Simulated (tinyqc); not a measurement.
Minority-electron transport through the base of a bipolar transistor (Moll-Ross and Kroemer integrals): one step, computed by the program tinyqc. Command: `OMP_NUM_THREADS=1 python tinyqc.py 3031837 3031838 out.jsonl base walk`. One thread of a shared host (Intel(R) Xeon(R) Processor @ 2.30GHz), about 0.01 s of CPU time with the checks.

Low injection, one dimension, x from the emitter edge (0) to the collector edge (W), s = x/W. Recombination is treated as a small correction (valid for tau_B well below tau_n), computed from the stored charge.

Task: Gain and speed. Emitter-limited gain beta_E = G_E/G_B; recombination-limited gain beta_R = tau_n/tau_B; 1/beta = 1/beta_E + 1/beta_R; f_T from the base alone = 1/(2 pi tau_B).

Inputs (values chosen for the exercise, modelled on silicon): saturation velocity v_s = 0.99 1e7 cm/s; electron lifetime tau_n = 1.6 ns; emitter Gummel number G_E = 1.8e+13 s/cm^4; temperature T = 300 K.

Base doping profile: exponential. Gap grading: linear. Exit of the base: infinite sink.

base Gummel number G_B = 1.693605e+11 s/cm^4

base transit time tau_B = 0.7464738 ps

Give: beta_E; beta_R; current gain beta; f_T from the base alone.

Result:

beta_E = 106.28

beta_R = 2143.4

current gain beta = 101.26

f_T from the base alone = 213.21 GHz

The gain is limited mainly by hole injection into the emitter (95 % of the base current). Caution: the mean velocity exceeds v_s, so drift-diffusion with a low-field mobility overstates the speed.
